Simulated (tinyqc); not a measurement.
## Small-signal admittance of a forward-biased p+-n diode: admittance against frequency

Holes injected into a neutral base of width wb with an ohmic contact at its end; low injection, p0 far above the equilibrium density. A small voltage v exp(i w t), w = 2 pi f, modulates the edge density by p0 v/Vt, and the small-signal density obeys Dp d2p/dx2 = (1/tau + i w) p.

L = sqrt(Dp tau); direct current J = (q Dp p0/L) coth(wb/L); k = sqrt(1 + i w tau)/L; diffusion admittance Y = (q Dp p0/Vt) k coth(k wb) = G + i w C_diff; junction capacitance C_j = sqrt(q eps0 eps_r Nd/(2 Vr)) in the depletion approximation, with the remaining barrier Vr = Vt ln(Na/p0), a rough value under forward bias; base-width modulation is left out. Measured admittance 1/[Rs + 1/(Y + i w C_j)].

Parameters, values chosen for the exercise; permittivity close to that of gallium arsenide:
- T = 300 K (temperature)
- eps_r = 12.9 (relative permittivity)
- Nd = 6.9e16 cm^-3 (donor density of the base)
- Dp = 7 cm^2/s (hole diffusion coefficient)
- tau = 7e-8 s (hole lifetime)
- wb = 9.8 um (width of the neutral base)
- p0 = 2.3e15 cm^-3 (excess hole density at the junction edge)
- Na = 5e19 cm^-3 (acceptor density of the p+ side)
- Rs = 0.0038 ohm cm^2 (series resistance)

Constants: q = 1.602176634e-19 C, kB = 1.380649e-23 J/K, Vt = kB T/q, eps0 = 8.8541878128e-14 F/cm where lengths are in cm. Results are converted to the units shown.

The same in every row: C_j (uF/cm^2) = 0.15638.

Admittance against frequency:

| f (Hz) | w tau | G (S/cm^2) | C_diff (uF/cm^2) | measured G (S/cm^2) | measured C (uF/cm^2) | phase of the measured Y (degrees) |
|---|---|---|---|---|---|---|
| 8000 | 0.0035186 | 161.00 | 3.7090 | 99.889 | 1.4879 | 0.042898 |
| 30000 | 0.013195 | 161.00 | 3.7090 | 99.890 | 1.4879 | 0.16087 |
| 1e5 | 0.043982 | 161.01 | 3.7089 | 99.898 | 1.4877 | 0.53611 |
| 6e5 | 0.26389 | 161.37 | 3.7051 | 100.22 | 1.4821 | 3.1909 |
| 2e6 | 0.87965 | 164.99 | 3.6667 | 103.42 | 1.4264 | 9.8326 |
| 1e7 | 4.3982 | 230.88 | 2.9955 | 142.39 | 0.77048 | 18.777 |
| 4e7 | 17.593 | 435.06 | 1.6342 | 193.08 | 0.17970 | 13.165 |
| 2e8 | 87.965 | 950.72 | 0.74801 | 232.76 | 0.022650 | 6.9720 |
| 7e8 | 307.88 | 1771.4 | 0.40145 | 249.29 | 0.0038026 | 3.8382 |

What does the table show?

G starts at J/Vt = 161 S/cm^2 and C_diff at (J tau/(2 Vt))(1 - 2 x/sinh 2x) = 3.71 uF/cm^2, x = wb/L = 1.40. Between the last two rows G goes as f^(0.50) and C_diff as f^(-0.50); the limits are 1/2 and -1/2, reached when the signal penetrates only sqrt(Dp/w). The measured C is 62 % below C_diff + C_j in the first row and 99 % below it in the last, the difference being due to Rs.

tinyqc, about 0.01 s, one thread, Intel Xeon 2.30GHz (shared host): `OMP_NUM_THREADS=1 python tinyqc.py 2890223 2890224 out.jsonl`
